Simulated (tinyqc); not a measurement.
Two branches across an indirect gap: complex band structure along [001] in sp3s* tight binding.

For k = (0, 0, kz) the phase sums are g0 = cos(phi) and g3 = i sin(phi), phi = kz a/4, and the s, pz, s* orbitals of anion (a) and cation (c) decouple from px, py. With z = exp(i phi), H(z) = H0 + z T + T^T/z for any complex z. H0 is diagonal (Esa, Epa, Exa, Esc, Epc, Exc). The anion-cation block is B(z) = z U + W/z and the cation-anion block z W^T + U^T/z, where U has Vss/2 (s,s), Vsapc/2 (s,z), -Vscpa/2 (z,s), Vxx/2 (z,z), Vxapc/2 (s*,z), -Vpaxc/2 (z,s*), and W has the same values with the s-z and s*-z signs reversed. |z| = 1 is a band state, |z| < 1 decays along [001] as exp(-kappa d) over a distance d, kappa = -(4/a) ln|z|. No spin-orbit coupling.

Inputs chosen for the exercise (out of a larger set: near a published set for GaP, fitted to gaps, whose masses and valley positions are rough (light masses up to twice too heavy); not measured data): p = (-8.175, 1.123, -2.182, 4.091, 8.454, 7.206, -7.473, 2.157, 5.123, 4.245, 6.316, 4.636, 5.07) eV (order Esa, Epa, Esc, Epc, Exa, Exc, Vss, Vxx, Vxy, Vsapc, Vscpa, Vxapc, Vpaxc); a = 5.448 angstrom (lattice constant); Eg = 2.322 eV (top of the energy range, the indirect gap).

Ev = -0.01119 eV

The smallest kappa with Re kz = 0 and the smallest with Re kz > 0, at energies E from Ev; a dash: no such root.

Decay constants:
```
E/Eg  E (eV)  kappa at Gamma (1/angstrom)  kappa off Gamma (1/angstrom)  its Re kz (2 pi/a)
0.05  0.1161                       0.0665                        0.7226               0.840
0.20  0.4644                       0.1263                        0.6794               0.846
0.35  0.8127                       0.1574                        0.6305               0.854
0.50  1.1610                       0.1753                        0.5739               0.863
0.65  1.5093                       0.1833                        0.5060               0.877
0.80  1.8576                       0.1814                        0.4194               0.898
0.90  2.0898                       0.1736                        0.3410               0.931
0.97  2.2523                       0.1640                        0.1891               1.000
```

The branch at Gamma decays more slowly on all rows listed; the other takes over only closer to its band edge, where its kappa goes to zero. The two differ in Re kz, so passing from one to the other needs kz from an abrupt interface, a steep field, a phonon or a defect. Valleys off the [001] axis, such as L, are not seen on these branches.

Computed by tinyqc, a small Python program: `OMP_NUM_THREADS=1 python tinyqc.py 1451879 1451880 out.jsonl` (the numbers bound the seed that draws the inputs); one thread of a shared host (Intel(R) Xeon(R) Processor @ 2.30GHz), about 0.01 s for the whole set of steps.
